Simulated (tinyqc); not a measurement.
Planes of fixed kz and the Fermi arc: two-node Weyl semimetal on a cubic lattice and its slab.

H = d.s with dx = t sin kx, dy = t sin ky, dz = m (2 - cos kx - cos ky) + M(kz), M = tz (cos k0 - cos kz), k in 1/a. Nodes at (0, 0, +/-k0). Berry curvature of the lower band along z: Omega = d.(dd/dkx x dd/dky)/(2|d|^3), in the sense curl of i<u|grad u>.

Slab of N layers along x with hard walls: layer block t sin(ky) sy + (m (2 - cos ky) + M(kz)) sz, block to the next layer t sx/(2i) - m sz/2.

Inputs chosen for the exercise: t = 0.4 eV (hopping in sx and sy); m = 1.52 eV (mass term); tz = 1.01 eV (hopping along z); k0 = 1.62 1/a (position of the nodes).

C is the sum of Omega over a 24 x 24 mesh, k = (j + 1/2) 2 pi/24, times (2 pi/24)^2/(2 pi). Slab of 30 layers at ky = 0: lowest positive level and weight of the middle pair on the two outer layers.

Against kz:
```
kz (1/a)   M (eV)       C  slab level (eV)  surface weight
0.000     -1.0597  -1.001          0.00017           0.599
0.400     -0.9799  -1.003          0.00012           0.576
0.800     -0.7533  -0.999          0.00004           0.492
1.200     -0.4157  -1.003          0.00004           0.311
2.000      0.3706   0.000          0.38025           0.002
2.400      0.6951   0.000          0.70391           0.002
2.800      0.9020   0.000          0.91057           0.002
3.142      0.9603   0.000          0.96888           0.002
```

What does the comparison show?

C is -1 for kz below k0 = 1.62 and 0 above, within 0.003 on this mesh. Where C = -1 the slab has a level near zero (exactly zero for a thick slab) on its faces (weight 0.60 at kz = 0): these points form the arc from -k0 to +k0, of length 3.24/a. Towards the node M goes to zero and the state spreads into the bulk; beyond it the level follows M, raised by the confinement in the slab.

Computed by tinyqc, a small Python program: `OMP_NUM_THREADS=1 python tinyqc.py 1482605 1482606 out.jsonl` (the numbers bound the seed that draws the inputs); one thread of a shared host (Intel(R) Xeon(R) Processor @ 2.30GHz), about 0.1 s for the whole set of steps.
